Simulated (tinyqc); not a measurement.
# Barrier height from two thicknesses

Problem. Through a thick flat barrier T = c exp(-2 kappa t) with a prefactor c that does not depend on t, and kappa = sqrt(m1 phi1/C), C = hbar^2/(2 m0). Find kappa, the decades lost for each nanometre, c and phi1.

Inputs (values chosen for the exercise):
- m1 = 0.25 m0 (tunnelling mass of layer 1)

Constants: q = 1.602176634e-19 C, hbar = 1.054571817e-34 J s, m0 = 9.1093837015e-31 kg, hbar^2/(2 m0) = 0.0380998212 eV nm^2. Results are converted to the units shown.

T at t = 0.8 and 2.6 nm: [0.012821898, 2.8486538e-7]

Answer. The ratio of the two values removes c: kappa = ln(T_a/T_b)/(2 (t_b - t_a)).

kappa = 2.98 1/nm
decades a nanometre = 2.59
c = 1.50
phi1 = 1.35 eV

Program tinyqc, `OMP_NUM_THREADS=1 python tinyqc.py 2540124 2540125 out.jsonl`; Intel Xeon 2.30GHz, shared host, one thread, about 0.03 s.
